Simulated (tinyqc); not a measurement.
## Gate voltage for a wanted density

Problem. A HEMT has a barrier of thickness d, permittivity eb and off voltage Voff; energies are counted from the channel band edge at the interface. F = q (eta ns + Nb)/(eps0 ec) in eV/nm; E_k = a_k (C F^2/me)^(1/3), a_0 = 2.338107, a_1 = 4.087949, C = hbar^2/(2 m0); D = me m0 q/(pi hbar^2); ns = D Vt [ln(1 + exp((EF - E_0)/Vt)) + ln(1 + exp((EF - E_1)/Vt))], which gives EF = E_0 + Vt ln{2 s/[(1 + u) + sqrt((1 + u)^2 + 4 u s)]} with s = exp(ns/(D Vt)) - 1, u = exp((E_0 - E_1)/Vt). Charge control: ns + Nb = eps0 eb (Vg - Voff - EF)/(q d). Find E_0, E_1, EF and the Vg that gives this ns.

Values chosen for this exercise; material values close to those of AlGaAs on InGaAs:
```
symbol   value   unit                                         meaning
T          300      K                                     temperature
d           29     nm          barrier thickness from gate to channel
me      0.0595     m0                    electron mass in the channel
ec        13.5                   relative permittivity of the channel
eta        0.6         share of ns that counts in the confining field
Nb           0  cm^-2                  depletion charge of the buffer
```

Constants: q = 1.602176634e-19 C, kB = 1.380649e-23 J/K, hbar = 1.054571817e-34 J s, m0 = 9.1093837015e-31 kg, Vt = kB T/q, eps0 = 8.8541878128e-14 F/cm where lengths are in cm, hbar^2/(2 m0) = 0.0380998212 eV nm^2. Results are converted to the units shown.

ns = 1.1e12 cm^-2
eb = 12.2
Voff = -0.45421313 V

Answer. In this direction nothing needs iterating: ns fixes the field, the levels and EF, and the charge-control relation gives Vg.

E_0 = 0.08620 eV
E_1 = 0.1507 eV
EF = 0.1174 eV
Vg = 0.1363 V

Numbers from tinyqc (`OMP_NUM_THREADS=1 python tinyqc.py 2180030 2180031 out.jsonl`; about 0.01 s on one thread of a shared Intel Xeon 2.30GHz).
